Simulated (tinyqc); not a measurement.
Ellipsometry and reflectance of a transparent film on an absorbing substrate: one step of the calculation.

Air (index 1), film, substrate with N2 = n2 - i k2; time factor exp(+i w t). q_j = sqrt(N_j^2 - sin^2 th), root with positive real part. Fresnel coefficients r_s = (q_a - q_b)/(q_a + q_b), r_p = (N_b^2 q_a - N_a^2 q_b)/(N_b^2 q_a + N_a^2 q_b). tan(Psi) exp(i Delta) = R_p/R_s, Delta taken from 0 to 360 degrees.

Task. Interface coefficients and thickness period. q0, q1, q2 and the coefficients r01 and r12 for p and s; the results repeat in d with the period lam/(2 q1).

Inputs (values chosen for the exercise); indices close to those of titanium dioxide on silicon:
- lam = 405 nm (wavelength)
- th = 75 degrees (angle of incidence)
- n1 = 2.416 (index of the transparent film)
- n2 = 5.42 (index of the substrate)
- k2 = 0.329 (extinction coefficient of the substrate)

Wanted: q0; q1; q2; r01,p; r01,s; r12,p; r12,s; period.

Result.

q0 = 0.2588
q1 = 2.215
q2 = 5.334-0.334i
r01,p = -0.1889
r01,s = -0.7907
r12,p = 0.3537-0.0257i
r12,s = -0.4144+0.0259i
period = 91.44 nm

tinyqc, about 0.01 s, one thread, Intel Xeon 2.30GHz (shared host): `OMP_NUM_THREADS=1 python tinyqc.py 2870207 2870208 out.jsonl`
